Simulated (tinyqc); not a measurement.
Thermal stress and diffusional relaxation in a metal film: Coble and Nabarro-Herring creep, cooling and holds: one step, computed by the program tinyqc.

A thin film on a rigid substrate is stress-free at T0. Tension is positive and the film creeps linearly: d sigma/dt = -M (mismatch) dT/dt - sigma/tau.

Task: Elastic stress after a quench. Thermoelastic slope = M x mismatch; sigma_0 = slope x (T0 - T).

Inputs (values chosen for the exercise, modelled on gold films on silicon):

| quantity | value | unit |
|---|---|---|
| biaxial modulus M | 134 | GPa |
| expansion mismatch | 11.9 | 1e-6/K |
| stress-free temperature T0 | 350 | C |
| hold temperature T | 240 | C |

Give: thermoelastic slope; stress after a quench sigma_0.

Result:

thermoelastic slope = 1.5946 MPa/K

stress after a quench sigma_0 = 175.406 MPa
